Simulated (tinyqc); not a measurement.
Worked calculation: UKS/PBE0 in the sto-3g basis, for H4+, spin multiplicity 2. Computed by tinyqc, a small Python program that keeps every step (integrals from PySCF). Settings: charge = 1, multiplicity = 2, basis = sto-3g, energy threshold = 1e-10, iteration cap = 58, orthogonalisation = symmetric, start = highest core orbitals, DIIS depth = 0, damping = 0.2, method = UKS, functional = pbe0, grid = [30, 86]. Command: `OMP_NUM_THREADS=1 python tinyqc.py 25649 25650 out.jsonl` (the two numbers bound the seeds that draw the settings). One thread of a shared host (Intel(R) Xeon(R) Processor @ 2.60GHz), about 2 s of CPU time with the checks. Later iterations appear only in the table of the cycle.

## One-electron integrals

Geometry (angstrom):
```
atom        x        y        z
H     0.00000  0.00000  0.00000
H     0.00000  0.00000  1.51500
H     0.00000  1.93200  0.00000
H     0.00000  1.93200  1.51500
```

Basis sto-3g: exponents (1/bohr^2) and contraction coefficients of normalised primitives:
```
element  l (shell)  exponent  coefficient
H            s (1)   3.42525      0.15433
H            s (1)   0.62391      0.53533
H            s (1)   0.16886      0.44463
```

Overlap, kinetic and nuclear-attraction integrals over the contracted functions; the nuclear repulsion is the sum of Za Zb / Rab.

nuclear repulsion = 1.6774584 hartree

overlap S, order 1H 1s, 2H 1s, 3H 1s, 4H 1s:
$$\begin{pmatrix}
1.00000 & 0.25132 & 0.13316 & 0.05384 \\
0.25132 & 1.00000 & 0.05384 & 0.13316 \\
0.13316 & 0.05384 & 1.00000 & 0.25132 \\
0.05384 & 0.13316 & 0.25132 & 1.00000
\end{pmatrix}$$

kinetic energy T (hartree), order 1H 1s, 2H 1s, 3H 1s, 4H 1s:
$$\begin{pmatrix}
0.76003 & 0.00840 & -0.00914 & -0.01091 \\
0.00840 & 0.76003 & -0.01091 & -0.00914 \\
-0.00914 & -0.01091 & 0.76003 & 0.00840 \\
-0.01091 & -0.00914 & 0.00840 & 0.76003
\end{pmatrix}$$

nuclear attraction V (hartree), order 1H 1s, 2H 1s, 3H 1s, 4H 1s:
$$\begin{pmatrix}
-2.06387 & -0.45135 & -0.22697 & -0.09320 \\
-0.45135 & -2.06387 & -0.09320 & -0.22697 \\
-0.22697 & -0.09320 & -2.06387 & -0.45135 \\
-0.09320 & -0.22697 & -0.45135 & -2.06387
\end{pmatrix}$$

core Hamiltonian H = T + V (hartree), order 1H 1s, 2H 1s, 3H 1s, 4H 1s:
$$\begin{pmatrix}
-1.30383 & -0.44295 & -0.23611 & -0.10411 \\
-0.44295 & -1.30383 & -0.10411 & -0.23611 \\
-0.23611 & -0.10411 & -1.30383 & -0.44295 \\
-0.10411 & -0.23611 & -0.44295 & -1.30383
\end{pmatrix}$$

## Two-electron integrals

Functions are numbered as in S; the eight-fold symmetry (ij|kl) = (ji|kl) = (kl|ij) leaves the list below.

Two-electron integrals (ij|kl) in chemists' order, unique and non-zero (hartree):
```
(11|11) 0.77461   (21|11) 0.13418   (21|21) 0.03573   (22|11) 0.34272
(22|21) 0.13418   (22|22) 0.77461   (31|11) 0.06350   (31|21) 0.01295
(31|22) 0.03847   (31|31) 0.00925   (32|11) 0.02030   (32|21) 0.00569
(32|22) 0.02239   (32|31) 0.00313   (32|32) 0.00140   (33|11) 0.27271
(33|21) 0.06332   (33|22) 0.21541   (33|31) 0.06350   (33|32) 0.02239
(33|33) 0.77461   (41|11) 0.02239   (41|21) 0.00569   (41|22) 0.02030
(41|31) 0.00313   (41|32) 0.00137   (41|33) 0.02030   (41|41) 0.00140
(42|11) 0.03847   (42|21) 0.01295   (42|22) 0.06350   (42|31) 0.00559
(42|32) 0.00313   (42|33) 0.03847   (42|41) 0.00313   (42|42) 0.00925
(43|11) 0.06332   (43|21) 0.01667   (43|22) 0.06332   (43|31) 0.01295
(43|32) 0.00569   (43|33) 0.13418   (43|41) 0.00569   (43|42) 0.01295
(43|43) 0.03573   (44|11) 0.21541   (44|21) 0.06332   (44|22) 0.27271
(44|31) 0.03847   (44|32) 0.02030   (44|33) 0.34272   (44|41) 0.02239
(44|42) 0.06350   (44|43) 0.13418   (44|44) 0.77461
```

## Orthogonalisation

S = U s U^T; symmetric (Loewdin) form X = U s^(-1/2) U^T, so that X^T S X = 1.

eigenvalues of S: [0.66936, 0.82800, 1.06433, 1.43831]

X, order 1H 1s, 2H 1s, 3H 1s, 4H 1s:
$$\begin{pmatrix}
1.03109 & -0.12953 & -0.06470 & -0.00305 \\
-0.12953 & 1.03109 & -0.00305 & -0.06470 \\
-0.06470 & -0.00305 & 1.03109 & -0.12953 \\
-0.00305 & -0.06470 & -0.12953 & 1.03109
\end{pmatrix}$$

## Starting guess

The start is the highest orbitals of the core Hamiltonian (a deliberately bad start); D(s) = C_occ C_occ^T for each spin.

D(alpha) at the start, order 1H 1s, 2H 1s, 3H 1s, 4H 1s:
$$\begin{pmatrix}
0.67542 & -0.67542 & -0.07156 & 0.07156 \\
-0.67542 & 0.67542 & 0.07156 & -0.07156 \\
-0.07156 & 0.07156 & 0.67542 & -0.67542 \\
0.07156 & -0.07156 & -0.67542 & 0.67542
\end{pmatrix}$$

D(beta) at the start, order 1H 1s, 2H 1s, 3H 1s, 4H 1s:
$$\begin{pmatrix}
0.37349 & -0.37349 & -0.37349 & 0.37349 \\
-0.37349 & 0.37349 & 0.37349 & -0.37349 \\
-0.37349 & 0.37349 & 0.37349 & -0.37349 \\
0.37349 & -0.37349 & -0.37349 & 0.37349
\end{pmatrix}$$

## Iteration 1: exchange-correlation on the grid

Becke grid with 30 radial and 86 angular points per atom, points of zero weight dropped. rho = sum D_ij phi_i phi_j; V_xc,ij = sum w v_xc phi_i phi_j plus the gradient terms; v_xc is d(rho eps)/d rho(s) for spin s at fixed gradient. Exact exchange is left to K.

The 8 grid points with the largest w rho, of 10280 (bohr, atomic units):
```
x                y         z        w  rho(alpha)  rho(beta)    eps_xc  v_xc(alpha)
0.00000   -0.40301  -0.99861  0.03520     0.02616    0.01394  -0.24563     -0.29535
0.00000    4.05396   3.86155  0.03520     0.02616    0.01394  -0.24563     -0.29535
0.00000   -0.40301   3.86155  0.03520     0.02616    0.01394  -0.24563     -0.29535
0.00000    4.05396  -0.99861  0.03520     0.02616    0.01394  -0.24563     -0.29535
0.20360   -0.74773  -0.74773  0.03539     0.02571    0.01389  -0.24481     -0.29350
-0.20360  -0.74773  -0.74773  0.03539     0.02571    0.01389  -0.24481     -0.29350
0.20360    4.39868   3.61066  0.03539     0.02571    0.01389  -0.24481     -0.29350
-0.20360   4.39868   3.61066  0.03539     0.02571    0.01389  -0.24481     -0.29350
```

electrons on the grid, sum of w rho = 2.99999

E_xc = sum of w rho eps_xc = -0.8040060 hartree

V_xc(alpha) (hartree), order 1H 1s, 2H 1s, 3H 1s, 4H 1s:
$$\begin{pmatrix}
-0.32283 & -0.05896 & -0.02961 & -0.01068 \\
-0.05896 & -0.32283 & -0.01068 & -0.02961 \\
-0.02961 & -0.01068 & -0.32283 & -0.05896 \\
-0.01068 & -0.02961 & -0.05896 & -0.32283
\end{pmatrix}$$

V_xc(beta) (hartree), order 1H 1s, 2H 1s, 3H 1s, 4H 1s:
$$\begin{pmatrix}
-0.28041 & -0.05078 & -0.02467 & -0.00884 \\
-0.05078 & -0.28041 & -0.00884 & -0.02467 \\
-0.02467 & -0.00884 & -0.28041 & -0.05078 \\
-0.00884 & -0.02467 & -0.05078 & -0.28041
\end{pmatrix}$$

## Iteration 1: building the Kohn-Sham matrix

J_ij = sum D_kl (ij|kl) with D = D(alpha) + D(beta), K_ij = sum D_kl (ik|jl) for each spin; F = H + J - 0.25 K(s) + V_xc; E = tr D H + tr D J / 2 - 0.125 sum_s tr D(s) K(s) + E_xc + E_nn.

Coulomb J (hartree), order 1H 1s, 2H 1s, 3H 1s, 4H 1s:
$$\begin{pmatrix}
1.21690 & 0.29146 & 0.15192 & 0.06260 \\
0.29146 & 1.21690 & 0.06260 & 0.15192 \\
0.15192 & 0.06260 & 1.21690 & 0.29146 \\
0.06260 & 0.15192 & 0.29146 & 1.21690
\end{pmatrix}$$

exchange K(alpha) (hartree), order 1H 1s, 2H 1s, 3H 1s, 4H 1s:
$$\begin{pmatrix}
0.36418 & -0.07327 & 0.03657 & -0.00431 \\
-0.07327 & 0.36418 & -0.00431 & 0.03657 \\
0.03657 & -0.00431 & 0.36418 & -0.07327 \\
-0.00431 & 0.03657 & -0.07327 & 0.36418
\end{pmatrix}$$

exchange K(beta) (hartree), order 1H 1s, 2H 1s, 3H 1s, 4H 1s:
$$\begin{pmatrix}
0.17878 & -0.03324 & -0.03557 & 0.03307 \\
-0.03324 & 0.17878 & 0.03307 & -0.03557 \\
-0.03557 & 0.03307 & 0.17878 & -0.03324 \\
0.03307 & -0.03557 & -0.03324 & 0.17878
\end{pmatrix}$$

F(alpha) (hartree), order 1H 1s, 2H 1s, 3H 1s, 4H 1s:
$$\begin{pmatrix}
-0.50082 & -0.19213 & -0.12294 & -0.05112 \\
-0.19213 & -0.50082 & -0.05112 & -0.12294 \\
-0.12294 & -0.05112 & -0.50082 & -0.19213 \\
-0.05112 & -0.12294 & -0.19213 & -0.50082
\end{pmatrix}$$

F(beta) (hartree), order 1H 1s, 2H 1s, 3H 1s, 4H 1s:
$$\begin{pmatrix}
-0.41205 & -0.19396 & -0.09996 & -0.05862 \\
-0.19396 & -0.41205 & -0.05862 & -0.09996 \\
-0.09996 & -0.05862 & -0.41205 & -0.19396 \\
-0.05862 & -0.09996 & -0.19396 & -0.41205
\end{pmatrix}$$

total energy of this density = -0.8403243 hartree

This density is the starting one.

## Iteration 1: diagonalisation and new density

Diagonalise F' = X^T F X, C = X C', fill 2 alpha and 1 beta electrons from the bottom; D(s) = C_occ C_occ^T; the new density keeps 0.2 of the old one (damping). Each column has its largest component positive (the first on a tie).

F' = X^T F X (alpha) (hartree):
$$\begin{pmatrix}
-0.47593 & -0.06923 & -0.05524 & -0.00240 \\
-0.06923 & -0.47593 & -0.00240 & -0.05524 \\
-0.05524 & -0.00240 & -0.47593 & -0.06923 \\
-0.00240 & -0.05524 & -0.06923 & -0.47593
\end{pmatrix}$$

orbital energies (alpha) (hartree): MO1 -0.60280, MO2 -0.48753, MO3 -0.45955, MO4 -0.35386

coefficients C (alpha), order 1H 1s, 2H 1s, 3H 1s, 4H 1s:
$$\begin{pmatrix}
0.41691 & 0.48465 & 0.54948 & 0.61114 \\
0.41691 & 0.48465 & -0.54948 & -0.61114 \\
0.41691 & -0.48465 & 0.54948 & -0.61114 \\
0.41691 & -0.48465 & -0.54948 & 0.61114
\end{pmatrix}$$

F' = X^T F X (beta) (hartree):
$$\begin{pmatrix}
-0.38234 & -0.09365 & -0.04011 & -0.01548 \\
-0.09365 & -0.38234 & -0.01548 & -0.04011 \\
-0.04011 & -0.01548 & -0.38234 & -0.09365 \\
-0.01548 & -0.04011 & -0.09365 & -0.38234
\end{pmatrix}$$

orbital energies (beta) (hartree): MO1 -0.53159, MO2 -0.42039, MO3 -0.31332, MO4 -0.26406

coefficients C (beta), order 1H 1s, 2H 1s, 3H 1s, 4H 1s:
$$\begin{pmatrix}
0.41691 & 0.48465 & 0.54948 & 0.61114 \\
0.41691 & 0.48465 & -0.54948 & -0.61114 \\
0.41691 & -0.48465 & 0.54948 & -0.61114 \\
0.41691 & -0.48465 & -0.54948 & 0.61114
\end{pmatrix}$$

D(alpha) after iteration 1, order 1H 1s, 2H 1s, 3H 1s, 4H 1s:
$$\begin{pmatrix}
0.46205 & 0.19188 & -0.06317 & -0.03455 \\
0.19188 & 0.46205 & -0.03455 & -0.06317 \\
-0.06317 & -0.03455 & 0.46205 & 0.19188 \\
-0.03455 & -0.06317 & 0.19188 & 0.46205
\end{pmatrix}$$

D(beta) after iteration 1, order 1H 1s, 2H 1s, 3H 1s, 4H 1s:
$$\begin{pmatrix}
0.21375 & 0.06435 & 0.06435 & 0.21375 \\
0.06435 & 0.21375 & 0.21375 & 0.06435 \\
0.06435 & 0.21375 & 0.21375 & 0.06435 \\
0.21375 & 0.06435 & 0.06435 & 0.21375
\end{pmatrix}$$

## Iteration 2: exchange-correlation on the grid

As before.

The 8 grid points with the largest w rho, of 10280 (bohr, atomic units):
```
x               y        z        w  rho(alpha)  rho(beta)    eps_xc  v_xc(alpha)
0.00000   3.16602  1.20160  0.04377     0.02054    0.01054  -0.22001     -0.29637
0.00000   3.16602  1.66134  0.04377     0.02054    0.01054  -0.22001     -0.29637
0.00000   0.48493  1.66134  0.04377     0.02054    0.01054  -0.22001     -0.29637
0.00000   0.48493  1.20160  0.04377     0.02054    0.01054  -0.22001     -0.29637
-0.24498  2.75123  0.89972  0.05422     0.01552    0.00891  -0.20685     -0.26015
0.24498   2.75123  0.89972  0.05422     0.01552    0.00891  -0.20685     -0.26015
-0.24498  0.89972  1.96322  0.05422     0.01552    0.00891  -0.20685     -0.26015
0.24498   0.89972  1.96322  0.05422     0.01552    0.00891  -0.20685     -0.26015
```

electrons on the grid, sum of w rho = 2.99986

E_xc = sum of w rho eps_xc = -0.7036843 hartree

V_xc(alpha) (hartree), order 1H 1s, 2H 1s, 3H 1s, 4H 1s:
$$\begin{pmatrix}
-0.31911 & -0.06742 & -0.03121 & -0.01252 \\
-0.06742 & -0.31911 & -0.01252 & -0.03121 \\
-0.03121 & -0.01252 & -0.31911 & -0.06742 \\
-0.01252 & -0.03121 & -0.06742 & -0.31911
\end{pmatrix}$$

V_xc(beta) (hartree), order 1H 1s, 2H 1s, 3H 1s, 4H 1s:
$$\begin{pmatrix}
-0.27707 & -0.05888 & -0.02799 & -0.01137 \\
-0.05888 & -0.27707 & -0.01137 & -0.02799 \\
-0.02799 & -0.01137 & -0.27707 & -0.05888 \\
-0.01137 & -0.02799 & -0.05888 & -0.27707
\end{pmatrix}$$

## Iteration 2: building the Kohn-Sham matrix

As before.

Coulomb J (hartree), order 1H 1s, 2H 1s, 3H 1s, 4H 1s:
$$\begin{pmatrix}
1.20172 & 0.29794 & 0.15337 & 0.06455 \\
0.29794 & 1.20172 & 0.06455 & 0.15337 \\
0.15337 & 0.06455 & 1.20172 & 0.29794 \\
0.06455 & 0.15337 & 0.29794 & 1.20172
\end{pmatrix}$$

exchange K(alpha) (hartree), order 1H 1s, 2H 1s, 3H 1s, 4H 1s:
$$\begin{pmatrix}
0.42085 & 0.19359 & 0.05315 & 0.03295 \\
0.19359 & 0.42085 & 0.03295 & 0.05315 \\
0.05315 & 0.03295 & 0.42085 & 0.19359 \\
0.03295 & 0.05315 & 0.19359 & 0.42085
\end{pmatrix}$$

exchange K(beta) (hartree), order 1H 1s, 2H 1s, 3H 1s, 4H 1s:
$$\begin{pmatrix}
0.21717 & 0.10666 & 0.08157 & 0.08045 \\
0.10666 & 0.21717 & 0.08045 & 0.08157 \\
0.08157 & 0.08045 & 0.21717 & 0.10666 \\
0.08045 & 0.08157 & 0.10666 & 0.21717
\end{pmatrix}$$

F(alpha) (hartree), order 1H 1s, 2H 1s, 3H 1s, 4H 1s:
$$\begin{pmatrix}
-0.52643 & -0.26083 & -0.12724 & -0.06032 \\
-0.26083 & -0.52643 & -0.06032 & -0.12724 \\
-0.12724 & -0.06032 & -0.52643 & -0.26083 \\
-0.06032 & -0.12724 & -0.26083 & -0.52643
\end{pmatrix}$$

F(beta) (hartree), order 1H 1s, 2H 1s, 3H 1s, 4H 1s:
$$\begin{pmatrix}
-0.43348 & -0.23056 & -0.13112 & -0.07105 \\
-0.23056 & -0.43348 & -0.07105 & -0.13112 \\
-0.13112 & -0.07105 & -0.43348 & -0.23056 \\
-0.07105 & -0.13112 & -0.23056 & -0.43348
\end{pmatrix}$$

total energy of this density = -1.4314745 hartree

This density is a damped mixture and is not idempotent.

## Iteration 2: diagonalisation and new density

As before.

F' = X^T F X (alpha) (hartree):
$$\begin{pmatrix}
-0.48491 & -0.13569 & -0.05476 & -0.00239 \\
-0.13569 & -0.48491 & -0.00239 & -0.05476 \\
-0.05476 & -0.00239 & -0.48491 & -0.13569 \\
-0.00239 & -0.05476 & -0.13569 & -0.48491
\end{pmatrix}$$

orbital energies (alpha) (hartree): MO1 -0.67775, MO2 -0.56346, MO3 -0.40159, MO4 -0.29684

coefficients C (alpha), order 1H 1s, 2H 1s, 3H 1s, 4H 1s:
$$\begin{pmatrix}
0.41691 & 0.48465 & 0.54948 & 0.61114 \\
0.41691 & 0.48465 & -0.54948 & -0.61114 \\
0.41691 & -0.48465 & 0.54948 & -0.61114 \\
0.41691 & -0.48465 & -0.54948 & 0.61114
\end{pmatrix}$$

F' = X^T F X (beta) (hartree):
$$\begin{pmatrix}
-0.39181 & -0.12629 & -0.06813 & -0.01601 \\
-0.12629 & -0.39181 & -0.01601 & -0.06813 \\
-0.06813 & -0.01601 & -0.39181 & -0.12629 \\
-0.01601 & -0.06813 & -0.12629 & -0.39181
\end{pmatrix}$$

orbital energies (beta) (hartree): MO1 -0.60224, MO2 -0.43395, MO3 -0.31763, MO4 -0.21340

coefficients C (beta), order 1H 1s, 2H 1s, 3H 1s, 4H 1s:
$$\begin{pmatrix}
0.41691 & 0.48465 & 0.54948 & 0.61114 \\
0.41691 & 0.48465 & -0.54948 & -0.61114 \\
0.41691 & -0.48465 & 0.54948 & -0.61114 \\
0.41691 & -0.48465 & -0.54948 & 0.61114
\end{pmatrix}$$

D(alpha) after iteration 2, order 1H 1s, 2H 1s, 3H 1s, 4H 1s:
$$\begin{pmatrix}
0.41937 & 0.36534 & -0.06149 & -0.05577 \\
0.36534 & 0.41937 & -0.05577 & -0.06149 \\
-0.06149 & -0.05577 & 0.41937 & 0.36534 \\
-0.05577 & -0.06149 & 0.36534 & 0.41937
\end{pmatrix}$$

D(beta) after iteration 2, order 1H 1s, 2H 1s, 3H 1s, 4H 1s:
$$\begin{pmatrix}
0.18180 & 0.15192 & 0.15192 & 0.18180 \\
0.15192 & 0.18180 & 0.18180 & 0.15192 \\
0.15192 & 0.18180 & 0.18180 & 0.15192 \\
0.18180 & 0.15192 & 0.15192 & 0.18180
\end{pmatrix}$$

## Iteration 17 (converged): orbitals

converged F(alpha) (hartree), order 1H 1s, 2H 1s, 3H 1s, 4H 1s:
$$\begin{pmatrix}
-0.53131 & -0.27730 & -0.12814 & -0.06251 \\
-0.27730 & -0.53131 & -0.06251 & -0.12814 \\
-0.12814 & -0.06251 & -0.53131 & -0.27730 \\
-0.06251 & -0.12814 & -0.27730 & -0.53131
\end{pmatrix}$$

converged F(beta) (hartree), order 1H 1s, 2H 1s, 3H 1s, 4H 1s:
$$\begin{pmatrix}
-0.43686 & -0.23897 & -0.13867 & -0.07396 \\
-0.23897 & -0.43686 & -0.07396 & -0.13867 \\
-0.13867 & -0.07396 & -0.43686 & -0.23897 \\
-0.07396 & -0.13867 & -0.23897 & -0.43686
\end{pmatrix}$$

Diagonalise F' = X^T F X, C = X C', fill 2 alpha and 1 beta electrons from the bottom; D(s) = C_occ C_occ^T. Each column has its largest component positive (the first on a tie).

F' = X^T F X (alpha) (hartree):
$$\begin{pmatrix}
-0.48571 & -0.15197 & -0.05468 & -0.00238 \\
-0.15197 & -0.48571 & -0.00238 & -0.05468 \\
-0.05468 & -0.00238 & -0.48571 & -0.15197 \\
-0.00238 & -0.05468 & -0.15197 & -0.48571
\end{pmatrix}$$

orbital energies (alpha) (hartree): MO1 -0.69475, MO2 -0.58062, MO3 -0.38604, MO4 -0.28144

coefficients C (alpha), order 1H 1s, 2H 1s, 3H 1s, 4H 1s:
$$\begin{pmatrix}
0.41691 & 0.48465 & 0.54948 & 0.61114 \\
0.41691 & 0.48465 & -0.54948 & -0.61114 \\
0.41691 & -0.48465 & 0.54948 & -0.61114 \\
0.41691 & -0.48465 & -0.54948 & 0.61114
\end{pmatrix}$$

F' = X^T F X (beta) (hartree):
$$\begin{pmatrix}
-0.39226 & -0.13420 & -0.07517 & -0.01608 \\
-0.13420 & -0.39226 & -0.01608 & -0.07517 \\
-0.07517 & -0.01608 & -0.39226 & -0.13420 \\
-0.01608 & -0.07517 & -0.13420 & -0.39226
\end{pmatrix}$$

orbital energies (beta) (hartree): MO1 -0.61771, MO2 -0.43521, MO3 -0.31716, MO4 -0.19897

coefficients C (beta), order 1H 1s, 2H 1s, 3H 1s, 4H 1s:
$$\begin{pmatrix}
0.41691 & 0.48465 & 0.54948 & 0.61114 \\
0.41691 & 0.48465 & -0.54948 & -0.61114 \\
0.41691 & -0.48465 & 0.54948 & -0.61114 \\
0.41691 & -0.48465 & -0.54948 & 0.61114
\end{pmatrix}$$

D(alpha) after iteration 17, order 1H 1s, 2H 1s, 3H 1s, 4H 1s:
$$\begin{pmatrix}
0.40871 & 0.40871 & -0.06108 & -0.06108 \\
0.40871 & 0.40871 & -0.06108 & -0.06108 \\
-0.06108 & -0.06108 & 0.40871 & 0.40871 \\
-0.06108 & -0.06108 & 0.40871 & 0.40871
\end{pmatrix}$$

D(beta) after iteration 17, order 1H 1s, 2H 1s, 3H 1s, 4H 1s:
$$\begin{pmatrix}
0.17381 & 0.17381 & 0.17381 & 0.17381 \\
0.17381 & 0.17381 & 0.17381 & 0.17381 \\
0.17381 & 0.17381 & 0.17381 & 0.17381 \\
0.17381 & 0.17381 & 0.17381 & 0.17381
\end{pmatrix}$$

## Convergence

Stop when the energy changes by less than 1e-10 hartree and every element of the error matrix X^T (F D S - S D F) X (for each spin) is below 3e-06.

Course of the cycle:
```
iteration  E (hartree)     change  largest element of the error matrix
1           -0.8403243          -                             6.95e-16
2           -1.4314745  -5.91e-01                             3.86e-15
3           -1.5866288  -1.55e-01                             2.19e-15
4           -1.6191175  -3.25e-02                             2.87e-15
5           -1.6256734  -6.56e-03                             1.05e-15
6           -1.6269869  -1.31e-03                             1.54e-15
7           -1.6272497  -2.63e-04                             8.88e-16
8           -1.6273023  -5.26e-05                             4.79e-16
9           -1.6273128  -1.05e-05                             5.13e-16
10          -1.6273149  -2.10e-06                             5.48e-16
11          -1.6273153  -4.21e-07                             8.11e-16
12          -1.6273154  -8.41e-08                             5.48e-16
13          -1.6273154  -1.68e-08                             8.50e-16
14          -1.6273154  -3.36e-09                             6.18e-16
15          -1.6273154  -6.73e-10                             5.48e-16
16          -1.6273154  -1.35e-10                             1.49e-15
17          -1.6273154  -2.69e-11                             1.45e-15
```

PySCF UKS in the same basis, fine grid, after a stability check = -1.6273351 hartree

Converged in 17 iterations. The coarse grid moves the energy by +1.97e-05 hartree.

## Populations, bond orders and dipole

Mulliken: Z minus the diagonal of D S on the atom; Loewdin: the same with S^(1/2) D S^(1/2); Mayer order: 2 sum_s sum (D(s) S)_ij (D(s) S)_ji over the two atoms.

Charges (e):
```
atom  Mulliken  Loewdin  Mulliken spin
1H     0.25000  0.25000        0.25000
2H     0.25000  0.25000        0.25000
3H     0.25000  0.25000        0.25000
4H     0.25000  0.25000        0.25000
```

Mayer bond orders:
```
pair    order
2-1   0.62500
3-1   0.12500
3-2   0.12500
4-1   0.12500
4-2   0.12500
4-3   0.62500
```

dipole moment about the origin, x y z (debye): [0.00000, 4.63990, 3.63843]

<S^2> of the determinant (pure state: 0.75) = 0.75000
